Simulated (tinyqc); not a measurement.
# Changing the metal thickness h

Model: growth of a silicide layer between metal and silicon: linear-parabolic kinetics, ramp anneals and Kissinger analysis. Computed by tinyqc, a small Python program. Command: `OMP_NUM_THREADS=1 python tinyqc.py 3021484 3021485 out.jsonl silicide sweep`. One thread of a shared host (Intel(R) Xeon(R) Processor @ 2.30GHz), about 0.1 s of CPU time with the checks.

One compound layer of thickness x grows by diffusion through itself and reaction at an interface, dx/dt = 1/(2x/K + 1/v), until the metal is used up at x = a h.

Inputs (values chosen for the exercise, modelled on TiSi2): silicide formed per metal thickness a = 2.51; silicon consumed per metal thickness b = 2.27; prefactor of the parabolic constant K = 5.1e+10 nm^2/s; activation energy E of K = 1.79 eV; prefactor of the interface velocity v = 3.8e+10 nm/s; activation energy E_v = 1.97 eV; temperature T = 710 C; time t = 11 s; ramp rate beta = 0.1 C/s; silicide resistivity = 61 micro-ohm cm; junction depth x_j = 22 nm.

Constants: k_B = 8.617333262e-05 eV/K.

Method:
- The silicide ends at the thickness a h.
- Silicon consumed b h, sheet resistance rho/(final thickness) with 1 micro-ohm cm/nm = 10 ohm; margin to the junction x_j - b h.
- K = K0 exp(-E/(k_B T)), v = v0 exp(-E_v/(k_B T)).
- Temperatures in kelvin are T(C) + 273.15.
- x^2/K + x/v = t, so x = (K/(2v)) [sqrt(1 + 4 v^2 t/K) - 1], capped at a h; completion time t_c = (a h)^2/K + a h/v, a h being the final thickness; crossover thickness K/v.
- Ramp from x = 0 at 100 C at the rate beta: dx/dT = (1/beta)/(2x/K + 1/v), integrated adaptively (tolerance 1e-9) until x = a h at T_f.

One run for each value; columns: (1) metal thickness h (nm); (2) completion time (s); (3) completion temperature T_f (C); (4) sheet resistance (ohm/square); (5) silicon consumed (nm):
```
(1)          (2)    (3)    (4)      (5)
1.0    1.014e+00  518.7  243.0    2.270
1.9    2.243e+00  538.5  127.9    4.313
3.8    5.823e+00  563.6   64.0    8.626
7.3    1.592e+01  592.5   33.3   16.571
14.0   4.790e+01  627.8   17.4   31.780
27.0   1.574e+02  670.7    9.0   61.290
53.0   5.641e+02  722.6    4.6  120.310
100.0  1.935e+03  778.9    2.4  227.000
200.0  7.573e+03  849.3    1.2  454.000
```

Describe and explain the trends.

Over the rows, completion time (s) rises from 1.01 to 7570 (exponent d ln y / d ln x 1.2 between the first rows and 2.0 between the last); completion temperature T_f (C) rises from 519 to 849; sheet resistance (ohm/square) falls from 243 to 1.22 (exponent d ln y / d ln x about -1.0 throughout). At the high end the exponent of completion time is 1.97, close to 2: diffusion control. The exponent of sheet resistance stays at -1: R_s = rho/(a h). A thicker film lowers R_s but eats further into the junction.

Caution (rows 1.00, 1.90, 3.80): so thin a film has a resistivity above the bulk value and tends to agglomerate. Caution (all rows): a disilicide really forms through metal-rich phases and by nucleation, not as one layer from the metal.

Extremes, crossings and ranges named in words are read from the listed rows.
